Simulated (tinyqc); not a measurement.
Worked calculation: self-heating of a transistor with one or more fingers, with temperature-dependent conductivity. Computed by tinyqc, a small Python program that keeps every step. Command: `OMP_NUM_THREADS=1 python tinyqc.py 3026853 3026854 out.jsonl selfheat walk`. One thread of a shared host (Intel(R) Xeon(R) Processor @ 2.30GHz), about 0.05 s of CPU time with the checks. Intermediate numbers are printed to about 5 digits and carried at full precision; extremes and crossings named in words are read from the listed rows.

N long parallel fingers lie on the top face of a slab whose bottom is held at T_0; the top is otherwise insulated, and heat flows in two dimensions. P in W/mm is 1000 P in W/m.

Inputs (values chosen for the exercise, modelled on sapphire):
```
quantity                                      value           unit
conductivity at the base temperature kappa_0   28.1        W/(m K)
exponent m in kappa ~ T^-m                     1.18              -
base temperature T_0                            358              K
power per gate width P                         0.19           W/mm
fingers N                                         3              -
finger pitch s                                   45     micrometre
width of the heat source w                     0.95     micrometre
substrate thickness t                           280     micrometre
phonon free path Lambda                          26             nm
heat capacity C                                3.06  1e6 J/(m^3 K)
pulse length                                   0.34    microsecond
```

Power: fixed power.

## Geometry factors

A line source of power P on the top face raises the top at distance x by (P/(pi kappa_0)) g(x), g(x) = -ln tanh(pi x/(4 t)) (the image sum for the slab). On a strip of width w the centre sees the mean of g over the strip, g_0 = 1 + ln(8 t/(pi w)) for w much below t.

own factor g_0 = 7.6208

g(j s), j = 1..7: 2.0750  1.3975  1.0173  0.7637  0.5819  0.4470  0.3450

## Linear temperature rise of each finger

theta_i = (P/(pi kappa_0)) [g_0 + sum over j != i of g(|i - j| s)], with equal powers and constant conductivity; thermal resistance = largest theta/P.

theta of each finger (K): 23.876  25.334  23.876

largest theta = 25.334 K

thermal resistance = 133.34 K mm/W

The neighbours supply 35 % of the rise of the hottest finger, which runs 1.5 K above the outer ones.

## Correction for the falling conductivity

Kirchhoff transformation for kappa = kappa_0 (T/T_0)^-m: T = T_0 [1 - (m - 1) theta/T_0]^(-1/(m - 1)), where theta is the linear rise. The bracket vanishes at the power P T_0/((m - 1) theta).

peak temperature = 384.43 K

true rise = 26.426 K

true rise / linear rise = 1.0431

power at which the formula diverges = 14.916 W/mm

The falling conductivity adds 4.3 % to the rise.

## Extra rise from ballistic phonons

Near a source smaller than the free path, Fourier's law overstates the flow. Rough estimate: a strip that emits phonons into a half space adds a resistance times area of 4 Lambda/(3 kappa_0), from the ballistic flux C v Delta T/4 with kappa_0 = C v Lambda/3, so Delta T_b = 4 Lambda P/(3 kappa_0 w); Knudsen number Lambda/w.

Knudsen number = 0.027368

ballistic rise Delta T_b = 0.24674 K

Delta T_b / largest theta = 0.0097394

By this estimate the ballistic term is at most a fifth of the Fourier rise.

## Rise at the end of a pulse

After switching on, theta(tau) = (P D/kappa_0) int_0^tau X(u) Z(u) du at the hottest finger, D = kappa_0/C; X = sum over fingers at distance x of [erf((x + w/2)/r) - erf((x - w/2)/r)]/(2 w), Z = sum_(j=-200..200) (-1)^j exp(-(2 j t/r)^2)/sqrt(pi D u), r = 2 sqrt(D u); trapezoid rule on 300 points evenly spaced in ln u from u_0 = 1e-3 min(tau, w^2/D) to tau, plus the exact piece 2 sqrt(u_0/(pi D))/w below u_0. Conductivity and power are held at their base values here, and Fourier's law is used even where the diffusion length is near a phonon free path.

diffusivity D = 9.1830 micrometre^2/microsecond

diffusion length sqrt(D tau) = 1.7670 micrometre

linear rise after the pulse = 5.8569 K

share of the steady rise = 0.2312

## Rise against time

The formulas are those given above.

Heating curve:
```
time (microsecond)  sqrt(D time) (micrometre)  rise (K)  share of the steady rise
0.0085                                0.27938    2.1147                   0.08347
0.085                                 0.88349    4.3842                    0.1731
0.85                                   2.7938    6.8391                      0.27
8.5                                    8.8349    9.3151                    0.3677
85                                     27.938    12.681                    0.5005
430                                    62.839    16.983                    0.6704
1700                                   124.94    21.215                    0.8374
5100                                   216.41    24.229                    0.9564
13000                                  345.51    25.255                    0.9969
```

Half the steady rise is reached between 8.5 and 85 microseconds, and the last row holds 99.7 % of it; the slowest time constant is 4 t^2/(pi^2 D) = 3460 microseconds. While the diffusion length lies between w and the pitch or thickness, the rise grows as the logarithm of time; once it nears the pitch of 45 micrometre the neighbours add their heat.

Checks made by the program: g(s) against the alternating image sum (relative difference 6e-07); Kirchhoff integral of kappa/kappa_0 from T_0 to T (relative difference below 1e-10); long-time limit against the steady rise (relative difference 1e-05).
